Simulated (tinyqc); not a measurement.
From results back to parameters: hydrogenic donor in a hard-walled well (variational). Four cases, with inputs chosen for the exercise.

Problem. The binding energy was computed from a hidden position zi >= 0.

Trial function cos(pi z/L) exp(-r/lam), r measured from the donor at zi, walls at +/- L/2, one eps everywhere. Counted from the lowest subband, E(lam) = c/(m lam^2) - (q/eps) I0/I1, with I0 the integral of cos^2(pi z/L) exp(-2|z - zi|/lam) over the well and I1 the same with the factor (|z - zi| + lam/2); c = hbar^2/2m0, q = e^2/(4 pi eps0). The binding energy is -E at the minimum.

Constants: hbar^2/2m0 = 3.80998211 eV angstrom^2; e^2/(4 pi eps0) = 14.39964547 eV angstrom.

Case 1.

Values chosen (out of a larger set: near those of GaN; not measured data): m = 0.191 m0 (mass); eps = 9.2 (dielectric constant); L = 96 angstrom (well width).

binding energy = 26.7710 meV

Case 2.

Values chosen (out of a larger set: near those of Ge, with one mean mass; not measured data): m = 0.116 m0 (mass); eps = 15.9 (dielectric constant); L = 317 angstrom (well width).

binding energy = 6.9947 meV

Case 3.

Values chosen (out of a larger set: near those of Ge, with one mean mass; not measured data): m = 0.123 m0 (mass); eps = 15.5 (dielectric constant); L = 155 angstrom (well width).

binding energy = 9.5350 meV

Case 4.

Values chosen (out of a larger set: near those of InGaAs; not measured data): m = 0.042 m0 (mass); eps = 13.6 (dielectric constant); L = 195 angstrom (well width).

binding energy = 4.4550 meV

Find: zi; 2 zi/L.

Solution. The binding falls steadily from the centre to the wall, so bisection in zi, with the minimum over lam at each step, finds one position.

Case 1.

zi = 33.0 angstrom
2 zi/L = 0.69

Case 2.

zi = 73.0 angstrom
2 zi/L = 0.46

Case 3.

zi = 35.0 angstrom
2 zi/L = 0.45

Case 4.

zi = 69.0 angstrom
2 zi/L = 0.71

Computed by tinyqc, one run a case: `OMP_NUM_THREADS=1 python tinyqc.py N N+1 out.jsonl` with N = 1280233, 1280320, 1280548, 1281011; one thread of a shared Intel(R) Xeon(R) Processor @ 2.30GHz, about 0.05 s a run at most.
